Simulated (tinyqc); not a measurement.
What each parameter does: tunnelling through a thin dielectric with one trap, as a tight-binding chain.

Hopping -t everywhere, t = c/(m a^2), c = hbar^2/2m0; lead sites at 2t (band bottom 0), barrier sites 1 to N at 2t + phi, and site j has U besides. No voltage. Leads give S = -t exp(ika) on sites 1 and N, cos(ka) = 1 - E/(2t). T = (2 t sin(ka))^2 |G_1N|^2, G = (E - H - S)^-1. In the barrier cosh(q a) = 1 + (phi - E)/(2t).

Resonance: the lowest eigenvalue of H + S(E), iterated until its real part equals E (40 rounds from Eb = phi + 2t - sqrt(4t^2 + U^2), the level in an endless barrier). With v the normalised squared amplitudes of that state, Gamma_L = 2 t sin(ka) v_1, Gamma_R = 2 t sin(ka) v_N; Breit-Wigner T = Gamma_L Gamma_R/((E - Er)^2 + (Gamma_L + Gamma_R)^2/4).

Constants: hbar^2/2m0 = 3.80998211 eV angstrom^2.

Values chosen for the exercise (barrier and mass of the size used for HfO2 on silicon; not measured data): a = 3 angstrom (site spacing); m = 0.19 m0 (mass, the same in leads and barrier); phi = 1.67 eV (conduction edge of the barrier above that of the leads); N = 10 (barrier sites); j = 6 (site of the trap); U = -2.92 eV (extra energy on the trap site); E = 0.7 eV (electron energy).

Resonance and log10 T at E.

One parameter was then changed.

Results before and after:

| case | Er (eV) | Gamma_L (meV) | Gamma_R (meV) | log10 T |
|---|---|---|---|---|
| base | 0.7987 | 3.682 | 12.61 | -2.540 |
| changed | 0.8993 | 3.673 | 12.58 | -3.361 |

Which of these changes was made? (a) U = -2.832 eV; (b) phi = 1.77 eV; (c) N = 11; (d) j = 5; (e) m = 0.175 m0.

Answer: (b) phi = 1.77 eV. Of the candidates, run in turn, only this one gives the changed row.

All candidates:

| case | Er (eV) | Gamma_L (meV) | Gamma_R (meV) | log10 T |
|---|---|---|---|---|
| base | 0.7987 | 3.682 | 12.61 | -2.540 |
| m = 0.175 m0 | 0.8581 | 5.627 | 17.66 | -2.732 |
| phi = 1.77 eV | 0.8993 | 3.673 | 12.58 | -3.361 |
| N = 11 | 0.7987 | 3.672 | 3.672 | -3.104 |
| j = 5 | 0.7987 | 12.61 | 3.682 | -2.540 |
| U = -2.832 eV | 0.8470 | 4.192 | 13.89 | -2.892 |

Program tinyqc; command `OMP_NUM_THREADS=1 python tinyqc.py 1450848 1450849 out.jsonl`; about 0.05 s on one thread of a shared Intel(R) Xeon(R) Processor @ 2.30GHz.
